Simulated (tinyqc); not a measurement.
How far the spectrum must be known: Lorentz oscillators and the Kramers-Kronig relations.

eps(E) = 1 + sum_j S_j/(E0_j^2 - E^2 - i G_j E).

Kramers-Kronig: eps1(E) = 1 + (2/pi) P integral_0^infinity E1 eps2(E1)/(E1^2 - E^2) dE1. Maclaurin rule on the grid E_j = j h, j = 1 .. M: eps1(E_i) = 1 + (4 h/pi) sum over j with j - i odd of E_j eps2(E_j)/(E_j^2 - E_i^2); nothing is added above E_M.

Inputs chosen for the exercise:
```
symbol  value   unit  meaning
E0      (4.78)  eV    resonances
G       (0.82)  eV    widths
S       (77.7)  eV^2  strengths
E_t     1.7     eV    energy below the first line
```

The integrals are done by adaptive quadrature and cut at E_cut. f-sum share: (2/pi) integral of E eps2 over sum S. Static share: (2/pi) integral of eps2/E over eps(0) - 1.

Cut integrals:
```
E_cut (eV),eps1(E_t),f-sum share,static share
3.8,1.643,0.055,0.171
5.3,4.333,0.706,0.854
7.2,4.801,0.893,0.979
9.6,4.852,0.934,0.994
14.3,4.869,0.961,0.998
23.9,4.873,0.978,1.000
```

eps1(E_t) from the formula = 4.874

How do the results move, and what explains it?

Cut at 5.3 eV, just above the last line, eps1(E_t) lacks 0.541; cut at 23.9 eV it lacks 0.001. At 7.2 eV the static sum has reached 0.979 and the f-sum only 0.893: the f-sum weights eps2 by E and the static sum by 1/E, so the f-sum needs the far tail.

Computed by tinyqc, a small Python program: `OMP_NUM_THREADS=1 python tinyqc.py 1650967 1650968 out.jsonl` (the numbers bound the seed that draws the inputs); one thread of a shared host (Intel(R) Xeon(R) Processor @ 2.30GHz), about 0.2 s for the whole set of steps.
